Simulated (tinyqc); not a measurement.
Raising U: Hubbard chain of 4 sites, mean field against exact. Computed by the program tinyqc. 

one-body matrix (hopping and site energies) (eV):
```
         1        2        3        4
1   0.0000  -1.0800   0.0000   0.0000
2  -1.0800   0.0000  -1.0800   0.0000
3   0.0000  -1.0800   0.0000  -1.0800
4   0.0000   0.0000  -1.0800   0.0000
```

electrons, up and down: 2  1

Collinear unrestricted mean field (the lowest of 40 random starts) against exact diagonalisation.

Exact and mean-field results (eV):

| U | U/t | E exact | E mean field | mean \|n_up - n_down\| | double occupancy, exact | first gap in the sector |
|---|---|---|---|---|---|---|
| 0.5400 | 0.5000 | -3.907640 | -3.894884 | 0.2500 | 0.1110 | 1.0638 |
| 1.0800 | 1.0000 | -3.682696 | -3.632738 | 0.2500 | 0.0974 | 1.0216 |
| 2.1600 | 2.0000 | -3.315098 | -3.132905 | 0.2500 | 0.0736 | 0.9029 |
| 3.2400 | 3.0000 | -3.039425 | -2.697609 | 0.3772 | 0.0550 | 0.7810 |
| 4.3200 | 4.0000 | -2.832985 | -2.366635 | 0.4977 | 0.0414 | 0.6752 |
| 6.4800 | 6.0000 | -2.555866 | -1.964879 | 0.6262 | 0.0246 | 0.5179 |
| 8.6400 | 8.0000 | -2.384713 | -1.811253 | 0.7278 | 0.0159 | 0.4138 |
| 12.9600 | 12.0000 | -2.190655 | -1.714904 | 0.7408 | 0.0079 | 0.2912 |
| 21.6000 | 20.0000 | -2.020432 | -1.639553 | 0.7468 | 0.0031 | 0.1807 |

In absolute terms mean field is worst at U/t = 6.0, 0.591 eV too high: at small U it is nearly exact, and at large U it still misses the motion of the hole through a fluctuating spin background. Relative to the exact energy its error is 0.3 % at the smallest U, 24 % at most and 19 % at the largest. The double occupancy falls from 0.111 to 0.003.
